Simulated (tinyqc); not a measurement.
Inside a calculation. Model: a clean chain and dephasing by Buettiker voltage probes.

Numbers from tinyqc (`OMP_NUM_THREADS=1 python tinyqc.py 2700131 2700132 out.jsonl`; about 0.01 s on one thread of a shared Intel Xeon 2.30GHz). Printed values are rounded.

Sites 1 to 6 form a chain with hopping -t. Lead L joins site 1 and lead R site 6, both semi-infinite chains with hopping -t and site energy 0. Every site carries a probe with self-energy -i Gamma_p/2 that draws no net current. Linear response at zero temperature: mu_L = 1, mu_R = 0 in units of the bias.

Values chosen for this exercise: hopping (matrix element -t) t = 1 eV; site energies 1 to N U = [0, 0, 0, 0, 0, 0] eV; Fermi energy E = 0.68 eV; probe broadening Gamma_p gp = 0.6 eV.

Constants: q = 1.602176634e-19 C, h = 6.62607015e-34 J s. Results are converted to the units shown.

## Green function

Sigma = t^2 g(E), g(x) = (x - i sqrt(4 t^2 - x^2))/(2 t^2) for |x| < 2 t and (x - sign(x) sqrt(x^2 - 4 t^2))/(2 t^2) otherwise; Gamma = -2 Im Sigma; G = (E - H - Sigma_L - Sigma_R + i Gamma_p/2)^(-1).

Sigma = 0.340000-0.940425i eV
Gamma = 1.88085 eV

G (1/eV):
```
,1,2,3,4,5,6
1,0.008568-0.483619i,0.397193+0.153802i,-0.232519+0.259876i,-0.161117-0.260762i,0.263850-0.034223i,-0.028568+0.204879i
2,0.397193+0.153802i,0.055734-0.544981i,0.401413+0.200064i,-0.268676+0.288513i,-0.132160-0.315650i,0.263850-0.034223i
3,-0.232519+0.259876i,0.401413+0.200064i,0.019577-0.516344i,0.430371+0.145176i,-0.268676+0.288513i,-0.161117-0.260762i
4,-0.161117-0.260762i,-0.268676+0.288513i,0.430371+0.145176i,0.019577-0.516344i,0.401413+0.200064i,-0.232519+0.259876i
5,0.263850-0.034223i,-0.132160-0.315650i,-0.268676+0.288513i,0.401413+0.200064i,0.055734-0.544981i,0.397193+0.153802i
6,-0.028568+0.204879i,0.263850-0.034223i,-0.161117-0.260762i,-0.232519+0.259876i,0.397193+0.153802i,0.008568-0.483619i
```

## Transmissions between terminals

With Gamma the broadening by one lead, T_RL = Gamma^2 |G_(6,1)|^2, T_pL = Gamma Gamma_p |G_(p,1)|^2, T_pR = Gamma Gamma_p |G_(p,6)|^2, T_pq = Gamma_p^2 |G_(p,q)|^2 for p != q.

T_RL = 0.151379

```
probe,T_pL,T_pR
1,0.264028,0.048291
2,0.204731,0.079885
3,0.137228,0.106030
4,0.106030,0.137228
5,0.079885,0.204731
6,0.048291,0.264028
```

T_pq:
```
,1,2,3,4,5,6
1,0.0000000,0.0653102,0.0437762,0.0338240,0.0254837,0.0154049
2,0.0653102,0.0000000,0.0724171,0.0559536,0.0421565,0.0254837
3,0.0437762,0.0724171,0.0000000,0.0742663,0.0559536,0.0338240
4,0.0338240,0.0559536,0.0742663,0.0000000,0.0724171,0.0437762
5,0.0254837,0.0421565,0.0559536,0.0724171,0.0000000,0.0653102
6,0.0154049,0.0254837,0.0338240,0.0437762,0.0653102,0.0000000
```

## Probe potentials and effective transmission

No current into probe p: W mu = T_pL with W_pp = T_pL + T_pR + sum_q T_pq and W_pq = -T_pq. Then T_eff = T_RL + sum_p T_pR mu_p, and the resistance is (h/2q^2)/T_eff.

W:
```
,1,2,3,4,5,6
1,0.496117,-0.065310,-0.043776,-0.033824,-0.025484,-0.015405
2,-0.065310,0.545937,-0.072417,-0.055954,-0.042156,-0.025484
3,-0.043776,-0.072417,0.523495,-0.074266,-0.055954,-0.033824
4,-0.033824,-0.055954,-0.074266,0.523495,-0.072417,-0.043776
5,-0.025484,-0.042156,-0.055954,-0.072417,0.545937,-0.065310
6,-0.015405,-0.025484,-0.033824,-0.043776,-0.065310,0.496117
```

```
probe,mu_p
1,0.721024
2,0.622041
3,0.533137
4,0.466863
5,0.377959
6,0.278976
```

T_eff = 0.507522
resistance = 25.4302 kohm

Without probes the transmission is 1.000. With them, 29.8 % of the current crosses without entering a probe.

## Current at both leads

In units of (2 q^2/h) times the bias, T_RL + sum_p T_pL (1 - mu_p) leaves L and T_RL + sum_p T_pR mu_p enters R.

current leaving L = 0.507522
current entering R = 0.507522

The two are equal: the probes conserve the current.
